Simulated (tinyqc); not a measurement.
# Rectangular fin or nanosheet with a gate all round, subbands and threshold shift from confinement: charge and subband filling against gate voltage

Undoped body with a flat potential across it, hard walls, transport along x. Three valley pairs (g = 2 each) with the longitudinal mass along x, y or z. Non-parabolicity enters the subband edges through E (1 + al E) = gamma, so E = 2 gamma/(1 + sqrt(1 + 4 al gamma)); motion within a subband is taken as parabolic with the band-edge mass. Energies are counted from the bulk band edge.

gamma = C pi^2 [a^2/(my (t + dl)^2) + b^2/(mz (H + dl)^2)], C = hbar^2/(2 m0). Each subband has N_k = g sqrt(2 mx m0 kB T/(pi hbar^2)). With degeneracy n = sum N_k F((EF - E_k)/Vt), F(x) = (1/sqrt(pi)) int_0^infinity u^(-1/2) du/(1 + exp(u - x)); gate: Vg = EF + q n/(Cg P), P = 2 (t + H), summed over the 60 lowest subbands at most, with Vg counted from the value that would put EF at the bulk band edge of an empty body. Cq = q dn/dEF.

Values chosen for this exercise; masses close to those of silicon: temperature T = 400 K; longitudinal mass ml = 0.922 m0; transverse mass mt = 0.192 m0; non-parabolicity al = 0.5 1/eV; width (along y) t = 3.8 nm; widening of the box by penetration into the insulator dl = 0.3 nm; gate capacitance per area of interface Cg = 3.9 uF/cm^2; height (along z) H = 7.6 nm.

Constants: q = 1.602176634e-19 C, kB = 1.380649e-23 J/K, hbar = 1.054571817e-34 J s, m0 = 9.1093837015e-31 kg, Vt = kB T/q, hbar^2/(2 m0) = 0.0380998212 eV nm^2. Results are converted to the units shown.

Result of one run:

| Vg (V) | EF - E_1 (eV) | n (cm^-1) | n/P (cm^-2) | share of the lowest subband (%) | Cq/(Cg P) | total C/(Cg P) |
|---|---|---|---|---|---|---|
| 0.78 | 0.08940 | 3.532e7 | 1.549e13 | 22.67 | 9.684 | 0.9064 |

What becomes of these results when the gate voltage Vg is changed from 0.78 to 0.9 V, all else the same?

Result of the changed run:

| Vg (V) | EF - E_1 (eV) | n (cm^-1) | n/P (cm^-2) | share of the lowest subband (%) | Cq/(Cg P) | total C/(Cg P) |
|---|---|---|---|---|---|---|
| 0.9 | 0.1002 | 4.138e7 | 1.815e13 | 20.68 | 10.56 | 0.9135 |

The whole series:

| Vg (V) | EF - E_1 (eV) | n (cm^-1) | n/P (cm^-2) | share of the lowest subband (%) | Cq/(Cg P) | total C/(Cg P) |
|---|---|---|---|---|---|---|
| -0.1 | -0.1558 | 9.107e4 | 3.994e10 | 55.78 | 0.04739 | 0.04524 |
| 0.02 | -0.05939 | 1.399e6 | 6.138e11 | 53.38 | 0.6847 | 0.4064 |
| 0.15 | -0.005041 | 5.598e6 | 2.455e12 | 46.26 | 2.370 | 0.7033 |
| 0.28 | 0.02578 | 1.110e7 | 4.869e12 | 38.77 | 4.189 | 0.8073 |
| 0.4 | 0.04591 | 1.664e7 | 7.300e12 | 33.20 | 5.781 | 0.8525 |
| 0.53 | 0.06315 | 2.290e7 | 1.005e13 | 28.61 | 7.326 | 0.8799 |
| 0.65 | 0.07656 | 2.882e7 | 1.264e13 | 25.38 | 8.556 | 0.8954 |
| 0.78 | 0.08940 | 3.532e7 | 1.549e13 | 22.67 | 9.684 | 0.9064 |
| 0.9 | 0.1002 | 4.138e7 | 1.815e13 | 20.68 | 10.56 | 0.9135 |

EF passes E_1 = 0.0542 eV at Vg = 0.168 V. The share of the lowest subband falls from 55.8 to 20.7 % and the total capacitance rises from 0.0452 to 0.914 of Cg P. Between the last two rows 9.0 % of the added gate voltage goes into raising EF. For Vg = 0.15, 0.28, 0.4, 0.53, 0.65, 0.78, 0.9 the charge would bend the potential across the body by some 30 mV or more, which is left out.

tinyqc, about 0.2 s, one thread, Intel Xeon 2.30GHz (shared host): `OMP_NUM_THREADS=1 python tinyqc.py 2350129 2350130 out.jsonl`
